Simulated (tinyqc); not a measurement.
MOS inversion layer, Poisson-Schroedinger loop: two steps of the calculation.

Electrons confined at an insulator interface at z = 0, treated as a hard wall; parabolic valleys, Hartree approximation, no image or exchange terms. The depletion charge lies far deeper than the electrons and gives a uniform field q Nd/(eps0 eps_r); the gate balances all charge. Energies are counted from the band edge at the interface.

Inputs (values chosen for the exercise); masses and permittivity close to those of silicon (100):
```
symbol   value   unit                                   meaning
T          300      K                               temperature
eps_r     11.5                            relative permittivity
md1      0.193     m0  in-plane density-of-states mass of set A
md2      0.417     m0  in-plane density-of-states mass of set B
Ns      6.9e12  cm^-2                sheet density of electrons
a          0.5                                    mixing factor
```

Constants: q = 1.602176634e-19 C, kB = 1.380649e-23 J/K, hbar = 1.054571817e-34 J s, m0 = 9.1093837015e-31 kg, Vt = kB T/q, eps0 = 8.8541878128e-14 F/cm where lengths are in cm. Results are converted to the units shown.

Task 1. Fermi level and occupations. Level k holds N_k = D_k Vt ln(1 + exp((EF - E_k)/Vt)) with D = 2 md1 m0 q/(pi hbar^2) for the set A, D = 4 md2 m0 q/(pi hbar^2) for the set B per eV (spin included); EF is fixed by sum N_k = Ns.

levels (eV): A1 0.012265605, A2 0.021413878, B1 0.021407003, B2 0.044378589

Give: EF; N_k.

Result 1.

EF = -0.018572 eV
N_k (cm^-2): A1 1.1044e12, A2 8.0474e11, B1 3.4783e12, B2 1.5125e12

Task 2. Density, output potential and mixing. n_i = sum_k N_k |psi_k|^2 (converted to cm^-3). Hartree part by Gauss: on the interval before node i the electrons still beyond are S_i = Ns - hz sum_(j<i) n_j, and U_i = U_(i-1) + q S_i hz/(eps0 eps_r) in eV, U_0 = 0 at the interface. Mixing: U(new) = U + a (U(out) - U).

columns A: node; B: z (nm); C: self-consistent potential U at the start (eV); D: |psi|^2 of A1 (1/nm); E: |psi|^2 of A2 (1/nm); F: |psi|^2 of B1 (1/nm); G: |psi|^2 of B2 (1/nm)
```
A       B  C           D           E           F           G
1    0.88  0  0.03430573  0.03382832  0.00805202  0.01571453
2    1.76  0  0.11109563  0.08950691  0.02981134  0.05296636
3    2.64  0  0.18067664  0.09741993  0.05933687  0.08918198
4    3.52  0  0.21004945  0.05204576  0.08949449  0.10363887
5     4.4  0  0.19614383  0.00647480  0.11408038  0.08913974
6    5.28  0  0.15548783  0.00759296  0.12914207  0.05467412
7    6.16  0  0.10800691  0.05564458  0.13335616  0.01909357
8    7.04  0  0.06709537  0.11629717  0.12765036  0.00063257
9    7.92  0  0.03780735  0.15508300  0.11441132  0.00825934
10    8.8  0  0.01952650  0.15880523  0.09661440  0.03866739
11   9.68  0  0.00931703  0.13473339  0.07711120  0.07920159
12  10.56  0  0.00413214  0.09850599  0.05818287  0.11424212
13  11.44  0  0.00171090  0.06345575  0.04136076  0.13164851
14  12.32  0  0.00066272  0.03642075  0.02745221  0.12668070
15   13.2  0  0.00023947  0.01861829  0.01668792  0.10248889
16  14.08  0  0.00007937  0.00830089  0.00891546  0.06782367
17  14.96  0  0.00002261  0.00298952  0.00378719  0.03345966
18  15.84  0  0.00000415  0.00064042  0.00091662  0.00885001
```

N_k (cm^-2): A1 1.1044149e12, A2 8.0473758e11, B1 3.4783082e12, B2 1.5125393e12

Give: n; U(out); U after round 1.

Result 2.

```
node  n (1e18 cm^-3)  U(out) (eV)  U after round 1 (eV)
1              1.169       0.0955                0.0478
2              3.785       0.1897                0.0948
3              6.192       0.2792                0.1396
4              7.419       0.3611                0.1806
5              7.535       0.4340                0.2170
6              7.097       0.4978                0.2489
7              6.568       0.5529                0.2764
8              6.127       0.6000                0.3000
9              5.770       0.6396                0.3198
10             5.439       0.6722                0.3361
11             5.067       0.6981                0.3491
12             4.590       0.7179                0.3590
13             3.959       0.7321                0.3661
14             3.171       0.7415                0.3707
15             2.283       0.7470                0.3735
16             1.404       0.7497                0.3749
17             0.662       0.7507                0.3754
18             0.171       0.7510                0.3755
```

Computed by the program tinyqc: `OMP_NUM_THREADS=1 python tinyqc.py 2160093 2160094 out.jsonl`, one thread of a shared Intel Xeon 2.30GHz, about 0.6 s for the whole run.
